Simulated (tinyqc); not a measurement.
Strain-driven roughening and islands of a mismatched epitaxial film: one step, computed by the program tinyqc.

Film and substrate share isotropic elastic constants; the film is coherent and biaxially strained.

Task: Wetting layer. The surface energy depends on thickness as gamma + (gamma_s - gamma) exp(-h/delta). Its curvature adds W2 = (gamma_s - gamma) exp(-h/delta)/delta^2 to the restoring terms; the flat film is stable while W2 > (1 + nu)^2 w^2/gamma, which gives h_c = delta ln[(gamma_s - gamma) gamma/(delta^2 (1 + nu)^2 w^2)], or 0 if negative.

Inputs (values chosen for the exercise, for a model film):

| quantity | value | unit |
|---|---|---|
| Poisson ratio nu | 0.32 | - |
| surface energy gamma | 0.819 | J/m^2 |
| wetting energy gamma_s - gamma | 0.46 | J/m^2 |
| decay length of wetting delta | 0.32 | nm |

energy density w = 92.92581 MJ/m^3

Give: wetting-layer thickness h_c.

Result:

wetting-layer thickness h_c = 1.760 nm

Layer-by-layer growth up to h_c, then roughening: the Stranski-Krastanov mode.
